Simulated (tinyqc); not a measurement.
# From screening length 1/q back to donor density N_D

Model: heavy doping: band filling, gap narrowing, band tails and the effective intrinsic density. Computed by tinyqc, a small Python program. Command: `OMP_NUM_THREADS=1 python tinyqc.py 3015949 3015950 out.jsonl gapnarrow inv`. One thread of a shared host (Intel(R) Xeon(R) Processor @ 2.30GHz), about 0.09 s of CPU time with the checks.

An n-type crystal above its Mott density, with all dopants ionised: n = N_D - N_A, ionised centres N_I = N_D + N_A. Valleys are taken as spherical with mass m_e.

Inputs (values chosen for the exercise, modelled on CdTe):

| quantity | value | unit |
|---|---|---|
| gap E_g | 1.52 | eV |
| electron mass m_e | 0.0947 | m_0 |
| valleys M_c | 1 | - |
| dielectric constant eps | 9.96 | - |
| compensation ratio N_A/N_D | 0.1 | - |
| temperature T | 150 | K |

Conduction band: non-parabolic (Kane).

Constants: a_0 = 0.529177210903 angstrom; Ry = 13.605693123 eV; k_B = 8.617333262e-05 eV/K; hbar^2/(2 m_0) = 3.80998212 eV angstrom^2; e = 1.602176634e-19 C; eps_0 = 8.8541878128e-12 F/m; e^2/(4 pi eps_0) = 14.39964548 eV angstrom.

Method:
- n = N_D (1 - ratio); Ry* = Ry m_e/eps^2, a* = a_0 eps/m_e; r_s = (3/(4 pi n))^(1/3)/a*; k_F = (3 pi^2 n/M_c)^(1/3); Mott density (0.26/a*)^3.
- n = M_c (1/(2 pi^2)) (m_e/(hbar^2/2m_0))^(3/2) int sqrt(E (1 + aE)) (1 + 2 aE) f dE with a = (1 - m_e)^2/E_g, f = 1/(1 + exp((E - E_F)/k_B T)); trapezoid rule in t = sqrt(E/k_B T), step 0.02 up to 12; E_F by bisection from the band edge.
- At T = 0, E_F (1 + a E_F) = (hbar^2/2m_0) k_F^2/m_e; dn/dE_F uses f (1 - f)/k_B T in place of f.
- Screening: q^2 = (e/(eps eps_0)) dn/dE_F. Exchange lowers the conduction band by (1/pi) k_F e^2/(4 pi eps_0 eps) (T = 0 Hartree-Fock at k_F, taken as a rigid shift). Screening raises the valence band by (q/2) e^2/(4 pi eps_0 eps) (static Coulomb hole). The narrowing is the sum; electron correlation and carrier-ion shifts are left out. Root-mean-square potential of randomly placed ions: V_rms = (e^2/(4 pi eps_0 eps)) sqrt(2 pi N_I/q).

Question. A run gave the result below. Find the donor density N_D, known to lie between 3.4e+18 and 1.1e+19 cm^-3.

screening length 1/q = 26.56844 angstrom

Answer.

Each step takes the trial c = (a f_b - b f_a)/(f_b - f_a), f being the result less the target and a, b, c the logarithms of the listed values; c replaces end b, the old b replaces a if the sign of f changed, and otherwise f_a is halved.

Scan of the range:

| donor density N_D (cm^-3) | screening length 1/q (angstrom) |
|---|---|
| 3.40e+18 | 30.3579 |
| 4.13e+18 | 29.1484 |
| 5.03e+18 | 27.9779 |
| 6.12e+18 | 26.8588 |
| 7.44e+18 | 25.7822 |
| 9.04e+18 | 24.7409 |
| 1.10e+19 | 23.7209 |

False position (Illinois rule, in the logarithm of the input) inside the bracket:

| step | end a | end b | trial | screening length 1/q (angstrom) |
|---|---|---|---|---|
| 1 | 6.12000e+18 | 7.44000e+18 | 6.45102e+18 | 26.5650 |
| 2 | 6.12000e+18 | 6.45102e+18 | 6.44310e+18 | 26.5718 |
| 3 | 6.45102e+18 | 6.44310e+18 | 6.44700e+18 | 26.5684 |
| 4 | 6.44310e+18 | 6.44700e+18 | 6.44700e+18 | 26.5684 |

Screening length 1/q falls at every point of a 13-point scan of the range (every second point is shown), so one value fits; it is bracketed by 6.12e18 and 7.44e18. Answer: donor density N_D = 6.447e18 cm^-3.

Caution: the screening length is well below a*, where static Thomas-Fermi screening overstates the Coulomb hole.
